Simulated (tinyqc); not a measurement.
Inside a calculation. Model: four-point probe, van der Pauw, Hall and spreading-resistance readings of a semiconductor layer. Computed by tinyqc, a small Python program that keeps every step. Command: `OMP_NUM_THREADS=1 python tinyqc.py 3111190 3111191 out.jsonl probe walk`. One thread of a shared host (Intel(R) Xeon(R) Processor @ 2.30GHz), about 0.01 s of CPU time with the checks. Intermediate numbers are printed to about 6 digits and carried at full precision; extremes and crossings named in words are read from the listed rows.

The layer is uniform and ohmic; contacts are points unless a radius is given.

Inputs (values chosen for the exercise, modelled on p-type silicon): carrier density n = 2.1e+19 1/cm^3; drift mobility mu = 55.6 cm^2/(V s); layer thickness t = 1400 micrometre; probe spacing s = 0.635 mm; current I = 0.2 mA; side ratio a/b of the van der Pauw rectangle = 2.1; magnetic field B = 0.43 T; Hall factor r_H = 0.95; wafer diameter over spacing D/s = 58.

Backing of the layer: insulating.

Constants: e = 1.602176634e-19 C.

## Resistivity and sheet resistance

rho = 1/(e n mu); R_s = rho/t.

resistivity rho = 0.00534559 ohm cm

sheet resistance R_s = 0.0381828 ohm/square

## Four-point voltage

Collinear probes with equal spacing on a layer with insulating backing: images at depth 2 m t give V = (rho I/(2 pi s)) G, G = 1 + 4 sum_(m>=1) [1/sqrt(1 + (2 m u)^2) - 1/sqrt(4 + (2 m u)^2)], u = t/s; the sum runs to m = 20000, with the tail 3/(32 u^3 M^2) added to the sum for M = 20000. Limits: thick, rho = 2 pi s V/I; thin on an insulator, rho = (pi/ln 2) t V/I.

t/s = 2.20472

G = 1.07220

voltage V = 0.00287309 mV

rho by the thick formula = 0.00573156 ohm cm

rho by the thin formula = 0.00911532 ohm cm

The thick formula is off by +7.2 % and the thin one by +70.5 %.

## Thickness correction

The last two columns give rho(formula)/rho for rho = 2 pi s V/I and rho = (pi/ln 2) t V/I.

Correction against t/s:
```
t/s        G  thick formula  thin formula
0.1  13.8629        13.8629       1.00000
0.2   6.9315         6.9315       1.00000
0.3   4.6211         4.6211       1.00003
0.5   2.7799         2.7799       1.00264
0.7   2.0175         2.0175       1.01871
1.0   1.5045         1.5045       1.08524
1.5   1.1973         1.1973       1.29547
2.0   1.0939         1.0939       1.57814
3.0   1.0306         1.0306       2.23037
5.0   1.0070         1.0070       3.63194
```

The thin formula holds to 1 % up to t/s = 0.5 and the thick one holds to 1 % from t/s = 5.

## Finite wafer

For a thin circular wafer probed at its centre, R_s = C V/I with C = pi/(ln 2 + ln[((D/s)^2 + 3)/((D/s)^2 - 3)]).

factor C = 4.52073

error if pi/ln 2 is used = 0.257318 %

## The two van der Pauw resistances

Thin rectangle with point contacts at the corners; for R_B current and voltage contacts lie along the two sides of length a, for R_A along those of length b: exp(-pi R_A/R_s) = (theta_4/theta_3)^4, exp(-pi R_B/R_s) = (theta_2/theta_3)^4 with q = exp(-pi a/b), theta_2 = 2 sum_(m>=0) q^((m + 1/2)^2), theta_3 = 1 + 2 sum_(m>=1) q^(m^2), theta_4 = 1 + 2 sum_(m>=1) (-1)^m q^(m^2).

R_A = 2.65246e-04 ohm

R_B = 0.0466183 ohm

ratio R_B/R_A = 175.755

## Solving the van der Pauw equation

Solve exp(-pi z R_A) + exp(-pi z R_B) = 1 for z = 1/R_s by seven Newton steps from z = 2 ln 2/(pi (R_A + R_B)); f = R_s 2 ln 2/(pi (R_A + R_B)).

Steps:
```
step  1/z (ohm)  left side less 1
0      0.106246       2.44156e-01
1      0.062959       8.45167e-02
2      0.046575       2.53543e-02
3      0.039956       4.95407e-03
4      0.038295       3.07275e-04
5      0.038183       1.36977e-06
6      0.038183                 0
```

R_s found = 0.0381828 ohm/square

correction f = 0.359379

Averaging R_A and R_B without f would overstate R_s by 178.3 %.

## Hall reading

V_H = r_H I B/(e n t); apparent density n/r_H; Hall mobility r_H mu; Hall angle tan = r_H mu B (SI).

Hall voltage = 1.73446e-05 mV

apparent density = 2.21053e+19 1/cm^3

Hall mobility = 52.82 cm^2/(V s)

tangent of the Hall angle = 0.00227126

Checks made by the program: thin limit of G, 2 ln 2/u at u = 0.02 (relative difference below 1e-10); R_s recovered (relative difference below 1e-10).
